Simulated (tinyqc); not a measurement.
Levels against field: parabolic quantum dot in a magnetic field (Fock-Darwin).

Two dimensions, V = m w0^2 r^2/2, one valley. hbar wc = 2 muB B/m, W = sqrt(w0^2 + wc^2/4), E(n, l, s) = (2n + |l| + 1) hbar W - l hbar wc/2 + s gs muB B, n = 0, 1, ..., l = 0, +/-1, ..., s = +/-1/2; length lam = sqrt(2c/(m hbar W)), c = hbar^2/2m0.

Constants: muB = 5.788381798e-05 eV/T; hbar^2/2m0 = 3.80998211 eV angstrom^2.

Values chosen for the exercise (near those of a gate-defined dot in GaAs; the results hold for these values, not for the real material):
```
symbol  value                                unit  meaning
m       0.0662                               m0    mass
gs      -0.46                                      g factor
w0      3.3                                  meV   confinement energy hbar w0
Bs      (0, 0.47, 0.94, 1.5, 2.3, 3.4, 4.9)  T     fields
```

Six orbital levels without the Zeeman term.

Levels (meV):
```
B (T)  (0,0)  (0,1)  (0,-1)  (0,2)   (1,0)   (0,3)
0      3.300  6.600   6.600  9.900   9.900  13.200
0.47   3.325  6.240   7.062  9.155   9.976  12.069
0.94   3.401  5.980   7.624  8.559  10.202  11.138
1.5    3.551  5.791   8.414  8.030  10.653  10.270
2.3    3.865  5.718   9.740  7.571  11.594   9.425
3.4    4.442  5.910  11.856  7.379  13.325   8.848
4.9    5.408  6.532  15.100  7.655  16.224   8.779
```

(0,2) crosses (0,-1) where W = 3 wc/2, that is wc = w0/sqrt(2), B = 1.33 T, and (0,3) crosses it at W = wc, B = 2.18 T. States with n = 0 and l >= 0 draw together into the lowest Landau level: their spacing W - wc/2 shrinks from 3.30 to 1.12 meV, while (0,-1) climbs to 9.69 meV above (0,0).

Program tinyqc; command `OMP_NUM_THREADS=1 python tinyqc.py 1280195 1280196 out.jsonl`; about 0.07 s on one thread of a shared Intel(R) Xeon(R) Processor @ 2.30GHz.
